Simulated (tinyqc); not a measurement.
Inside a calculation. Method: UHF in the 6-31g basis, for H4, spin multiplicity 3. This run ends on a higher stationary point, not on the lowest solution. One step of it, computed by the program tinyqc.

Task: Orthogonalisation. S = U s U^T; canonical form X = U s^(-1/2), so that X^T S X = 1. Each column of U has its largest component positive (the first on a tie).

overlap S, lower triangle:
```
          1H 1s     1H 2s     2H 1s     2H 2s     3H 1s     3H 2s     4H 1s     4H 2s
1H 1s  1.000000
1H 2s  0.658292  1.000000
2H 1s  0.481621  0.519214  1.000000
2H 2s  0.519214  0.864527  0.658292  1.000000
3H 1s  0.025769  0.170439  0.014247  0.134559  1.000000
3H 2s  0.170439  0.435933  0.134559  0.376876  0.658292  1.000000
4H 1s  0.014247  0.134559  0.025769  0.170439  0.481621  0.519214  1.000000
4H 2s  0.134559  0.376876  0.170439  0.435933  0.519214  0.864527  0.658292  1.000000
```

Give: eigenvalues of S; X.

Result:

eigenvalues of S: 0.0530  0.1199  0.3526  0.5083  0.5303  0.6046  2.1407  3.6906

X:
```
             1        2        3        4        5        6        7       8
1H 1s  -0.4817  -0.5668  -0.5265   0.5790   0.6695   0.5915   0.2667  0.1469
1H 2s   2.1187   1.3283   0.6571  -0.3957   0.1522   0.2524   0.2137  0.2149
2H 1s   0.4817   0.5668  -0.5265   0.5790  -0.6695  -0.5915   0.2667  0.1469
2H 2s  -2.1187  -1.3283   0.6571  -0.3957  -0.1522  -0.2524   0.2137  0.2149
3H 1s   0.4817  -0.5668   0.5265   0.5790  -0.6695   0.5915  -0.2667  0.1469
3H 2s  -2.1187   1.3283  -0.6571  -0.3957  -0.1522   0.2524  -0.2137  0.2149
4H 1s  -0.4817   0.5668   0.5265   0.5790   0.6695  -0.5915  -0.2667  0.1469
4H 2s   2.1187  -1.3283  -0.6571  -0.3957   0.1522  -0.2524  -0.2137  0.2149
```
